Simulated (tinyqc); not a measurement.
n-type polysilicon, carrier trapping at grain boundaries: one step of the calculation.

One-dimensional grains of size Lg, uniform ionised doping N, monovalent traps Qt at each boundary at a depth Et below (for electrons) or above (for holes) the band edge there, abrupt depletion of width W on each side of a boundary, Boltzmann statistics. xi is the distance from the band edge at the grain centre to the Fermi level. Trapped charge Qt/(1 + exp((xi + VB - Et)/Vt)) = 2 N W, barrier VB = q N W^2/(2 eps0 eps_r).

Task. Depletion width, Fermi level and barrier. If the trap equation with xi = Vt ln(NB/N) has a root W < Lg/2, the grain is partly depleted; otherwise W = Lg/2 and the trap equation gives xi = Et - VB + Vt ln(Qt/(N Lg) - 1). N* = Qt/Lg.

Parameters, values chosen for the exercise; values of the order met in polycrystalline silicon:
- T = 300 K (temperature)
- eps_r = 11.7 (relative permittivity)
- NB = 2.8e19 cm^-3 (conduction-band density of states at T)
- Lg = 42 nm (grain size)
- Qt = 3.4e12 cm^-2 (trap density of a grain boundary)
- Et = 0.42 eV (depth of the trap level from the majority band edge at the boundary)
- N = 4.7e18 cm^-3 (doping)

Constants: q = 1.602176634e-19 C, kB = 1.380649e-23 J/K, Vt = kB T/q, eps0 = 8.8541878128e-14 F/cm where lengths are in cm. Results are converted to the units shown.

Find: N*; W; xi; VB; share of traps filled.

Result.

N* = 8.0952e17 cm^-3
W = 3.6170 nm
xi = 0.046137 V
VB = 0.047549 V
share of traps filled = 1.0000

N is 5.81 N*, and the grain is partly depleted; VB = 1.84 Vt.

Program tinyqc, `OMP_NUM_THREADS=1 python tinyqc.py 2830141 2830142 out.jsonl`; Intel Xeon 2.30GHz, shared host, one thread, about 0.01 s.
